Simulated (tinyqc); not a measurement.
Which input was changed? Model: specific resistance of a metal-semiconductor contact and its transmission-line measurement. Computed by tinyqc, a small Python program. Command: `OMP_NUM_THREADS=1 python tinyqc.py 3008796 3008797 out.jsonl contact which`. One thread of a shared host (Intel(R) Xeon(R) Processor @ 2.30GHz), about 0.07 s of CPU time with the checks.

The barrier is parabolic (depletion approximation), energies E are normal energies counted from the band edge in the neutral semiconductor (downwards for holes), and the bias is zero. xi is an input, held fixed when other inputs move.

Inputs (values chosen for the exercise, modelled on n-type germanium):
```
quantity                                            value          unit
tunnelling mass m                                    0.11           m_0
permittivity eps                                       16             -
Richardson constant A*                                144  A/(cm^2 K^2)
barrier height phi_B                                 0.58            eV
doping N                                          1.2e+19        1/cm^3
Fermi level above the band edge in the bulk, xi  -4.7e-05            eV
temperature T                                         400             K
sheet resistance R_sh                                 340           ohm
contact length d                                    0.081    micrometre
contact width W                                        25    micrometre
```

Image-force lowering: left out.

Constants: hbar = 1.054571817e-34 J s; eps_0 = 8.8541878128e-12 F/m; m_0 = 9.1093837015e-31 kg; k_B = 8.617333262e-05 eV/K; e = 1.602176634e-19 C.

Method:
- E_00 = (e hbar/2) sqrt(N/(eps eps_0 m)); band bending E_b = phi_B + xi; depletion width w = sqrt(2 eps eps_0 E_b/(e^2 N)).
- WKB transmission for E < E_b, with a = E/E_b: D = exp{-(E_b/E_00) [sqrt(1 - a) - a ln((1 + sqrt(1 - a))/sqrt(a))]}; D = 1 above.
- At zero bias 1/rho_c = (e A*/k_B^2) int D(E) f(E) dE, f = 1/(1 + exp((E - xi)/k_B T)); 200 Gauss-Legendre points from 0 to E_b, and k_B T ln(1 + exp((xi - E_b)/k_B T)) for the part above the barrier; the share of tunnelling is the part below.
- Transmission-line model: transfer length L_T = sqrt(rho_c/R_sh); R_c = (R_sh L_T/W) coth(d/L_T). Limits: rho_c/(W d) for d << L_T, sqrt(rho_c R_sh)/W for d >> L_T.

Task: One of these inputs alone was changed, within the range given: barrier height phi_B (0.29 to 1.16); sheet resistance R_sh (170 to 680); contact length d (0.0405 to 0.162); contact width W (12.5 to 50). Which one, and to what value?

Results:
```
run     specific contact resistance rho_c (ohm cm^2)  contact resistance R_c (ohm)  depletion width (nm)
before                                  9.182715e-06                       453.835              9.244851
after                                   2.287242e-05                      1129.869              9.658046
```

Result:

Each candidate set to reproduce specific contact resistance rho_c, and what it then gives:
```
candidate                       range searched  value needed  contact resistance R_c (ohm)  depletion width (nm)
barrier height phi_B (eV)         0.29 to 1.16        0.6330                        1129.9                9.6580
sheet resistance R_sh (ohm)         170 to 680     no effect                             -                     -
contact length d (micrometre)  0.0405 to 0.162     no effect                             -                     -
contact width W (micrometre)        12.5 to 50     no effect                             -                     -
```

Only barrier height phi_B fits every result: it went from 0.58 to 0.633 eV. No other candidate reaches the first result within its range.
